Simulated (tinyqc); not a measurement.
## Line constants from open and short measurements

Inverse problem. A uniform line of length len, under a quarter wavelength, has Z_open = Zc coth(gamma len) and Z_short = Zc tanh(gamma len); gamma Zc = r + i w l and gamma/Zc = g + i w c, w = 2 pi f. Find r, l and c.

Inputs (values chosen for the exercise):

| symbol | value | unit | meaning |
|---|---|---|---|
| len | 1.1 | mm | length |
| f | 1.6 | GHz | frequency |

Zin with the far end open = 7.79657-723.40069i ohm
Zin with the far end shorted = 19.089037+3.288271i ohm

Answer. The product of the two impedances is Zc^2 and their ratio tanh^2(gamma len); the principal branch holds below a quarter wavelength.

r = 17.30 ohm/mm
l = 0.3120 nH/mm
c = 124.8 pF/m

Numbers from tinyqc (`OMP_NUM_THREADS=1 python tinyqc.py 2810229 2810230 out.jsonl`; about 0.01 s on one thread of a shared Intel Xeon 2.30GHz).
